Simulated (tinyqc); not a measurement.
# CMOS inverter, nodal equation and switching: energy per operation against supply voltage

An n-channel pull-down (bn, VTn) and a p-channel pull-up (bp, VTp) share the input Vin and the output node Vout, which carries the load C. Transistor (EKV form, voltages against the body): I = 2 n b Vt^2 [F(vp - Vs) - F(vp - Vd)] from drain to source, F(v) = ln^2(1 + exp(v/(2 Vt))), vp = (Vg - VT + sg |Vd - Vs|)/n. n-channel bodies are at 0; for the p-channel device all voltages are counted down from Vdd. b in uA/V^2 gives I in uA. Static: In = Ip. Transient: C dVout/dt = Ip - In. No velocity saturation, no gate capacitance beyond C.

For a step input the delay to Vdd/2 is tHL = C times the integral of dV/(In - Ip) from Vdd/2 to Vdd at Vin = Vdd, and tLH likewise with Ip - In from 0 to Vdd/2 at Vin = 0. A chain of 20 such gates sets the cycle time tc = 20 (tHL + tLH)/2; per gate and cycle the switching energy is 0.2 C Vdd^2 and the leakage energy Vdd Ileak tc, Ileak the mean supply current at Vin = 0 and Vdd.

Parameters, values chosen for the exercise:
- T = 300 K (temperature)
- n = 1.34 (slope factor)
- sg = 0.05 (drain-induced barrier lowering)
- VTn = 0.25 V (n-channel threshold)
- VTp = 0.29 V (p-channel threshold (magnitude))
- bn = 320 uA/V^2 (gain factor of the pull-down transistor)
- bp = 160 uA/V^2 (gain factor of the pull-up transistor)
- C = 0.41 fF (load capacitance)

Constants: q = 1.602176634e-19 C, kB = 1.380649e-23 J/K, Vt = kB T/q. Results are converted to the units shown.

Results:
```
Vdd (V)  tc (ns)  switching (aJ)  leakage (aJ)  total (aJ)
0.15       75.24           1.845         3.294       5.139
0.2        24.68           3.280         1.556       4.836
0.25       8.866           5.125        0.7511       5.876
0.3        3.637           7.380        0.3971       7.777
0.35       1.751           10.04        0.2395       10.28
0.4       0.9837           13.12        0.1651       13.29
0.5       0.4392           20.50        0.1062       20.61
0.8       0.1352           52.48       0.07994       52.56
1        0.08930           82.00       0.08750       82.09
```

Estimate the missing row, Vdd = 0.6 V.

Computed row:
```
Vdd (V)  tc (ns)  switching (aJ)  leakage (aJ)  total (aJ)
0.6       0.2601           29.52       0.08694       29.61
```

With this row back in the table: The total energy goes from 5.14 through a minimum of 4.84 (at Vdd = 0.2 V among the rows listed) to 82.1 aJ, while the cycle time falls from 75.2 to 0.0893 ns. Leakage makes up 64 % of the total in the first row and 0.11 % in the last. Below threshold the cycle lengthens exponentially and leakage flows for all of it, hence the minimum. For Vdd = 0.8 to 1 V the overdrive passes 0.5 V, where velocity saturation, left out here, would lengthen the delays of short devices. For Vdd = 0.15 to 0.25 V the supply is below a threshold, where mismatch, left out here, dominates margins and delay.

Numbers from tinyqc (`OMP_NUM_THREADS=1 python tinyqc.py 2340037 2340038 out.jsonl`; about 0.03 s on one thread of a shared Intel Xeon 2.30GHz).
